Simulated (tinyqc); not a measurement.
# Floating body of a partially depleted SOI transistor: body voltage and kink, step by step

Numbers from tinyqc (`OMP_NUM_THREADS=1 python tinyqc.py 2182239 2182240 out.jsonl`; about 0.2 s on one thread of a shared Intel Xeon 2.30GHz). Printed values are rounded.

Source at 0 V. Channel current Ic = 2 nf K Vt^2 [F(0) - F(Vd)](1 + la Vd), F(V) = ln^2(1 + exp((Vg - VT - nf V)/(2 nf Vt))), VT = VT0 - gb Vb. Saturation voltage Vs = 2 Vt sqrt(F(0)) + 3 Vt, excess Ve = (Vd - Vs + sqrt((Vd - Vs)^2 + 0.0004 V^2))/2, multiplication M1 = Ai Ve exp(-Bl/Ve). Each junction passes D(v) = J1 (exp(v/Vt) - 1) + J2 (exp(v/(2 Vt)) - 1). Bipolar current Ib = bb J1 (exp(Vb/Vt) - 1). The body settles where M1 (Ic + Ib) = D(Vb) + D(Vb - Vd) + Vb/Rb; drain current Id = (1 + M1)(Ic + Ib) - D(Vb - Vd).

Inputs (values chosen for the exercise); values of the order met in partially depleted silicon-on-insulator transistors: temperature T = 398 K; threshold at zero body voltage VT0 = 0.38 V; fall of the threshold per volt of body voltage gb = 0.35; slope factor nf = 1.37; gain factor per width K = 180 uA/(V^2 um); channel-length modulation factor la = 0.09 1/V; impact-ionisation prefactor Ai = 1.06 1/V; impact-ionisation voltage Bl = 6.8 V; diffusion saturation current of each junction J1 = 1.4e-8 uA/um; recombination saturation current of each junction J2 = 2.2e-6 uA/um; gain of the lateral bipolar transistor on the diffusion current bb = 3; resistance of a weak body tie to the source (1e9 stands for no tie, and the term is then dropped) Rb = 7e5 kohm um; gate voltage Vg = 0.92 V; drain voltage Vd = 1.6 V.

Constants: q = 1.602176634e-19 C, kB = 1.380649e-23 J/K, Vt = kB T/q. Results are converted to the units shown.

Range of the model: The multiplication law is an empirical form chosen for the exercise; self-heating and capacitive coupling to the body are left out, and the linear laws are rough once Vb passes about 0.7 V or M1 about 0.1.

## Starting value

Vb = 0.42 V.

Vb at the start = 0.42 V

## Iteration 1: new Vb

Current into the body I_in = M1 (Ic + Ib) - D(Vb - Vd), current out I_out = D(Vb) + Vb/Rb; f = ln(I_in/I_out), s = df/dVb by central differences over 1e-5 V, Vb(new) = Vb - f/s.

Ic = 35.47651 uA/um
Ve = 0.9957038 V
M1 = 0.001141540
I_in = 0.04051005 uA/um
I_out = 0.004515464 uA/um
f = 2.194042
s = -23.35509 1/V
Vb after iteration 1 = 0.5139428 V

## Iteration 2: new Vb

As before.

Ic = 38.95126 uA/um
Ve = 0.9717198 V
M1 = 9.412320e-4
I_in = 0.03679171 uA/um
I_out = 0.04976819 uA/um
f = -0.3021037
s = -28.63247 1/V
Vb after iteration 2 = 0.5033917 V

## Iteration 3: new Vb

As before.

Ic = 38.55288 uA/um
Ve = 0.9744138 V
M1 = 9.622798e-4
I_in = 0.03719656 uA/um
I_out = 0.03725003 uA/um
f = -0.001436553
s = -28.35057 1/V
Vb after iteration 3 = 0.5033410 V

## Course of the iteration

Stop when the step is below 1e-10 V, or after 40 iterations.

Course of the iteration:

| iteration | Vb before the step (V) | step (V) |
|---|---|---|
| 1 | 0.42 | 0.0939 |
| 2 | 0.5139428 | -0.0106 |
| 3 | 0.5033917 | -5.07e-5 |
| 4 | 0.5033410 | -1.34e-9 |
| 5 | 0.5033410 | 0 |

Converged in 5 iterations.

## Drain current with floating and with grounded body

converged Vb = 0.5033410 V

Id and VT at the converged Vb, Id at Vb = 0, their ratio, and the bipolar share Ib/(Ic + Ib).

VT = 0.2038306 V
Id, floating = 38.68746 uA/um
Id, grounded = 21.99288 uA/um
ratio = 1.759090
bipolar share = 0.2569111 %

The body rises to 0.503 V and lowers the threshold by 176 mV.
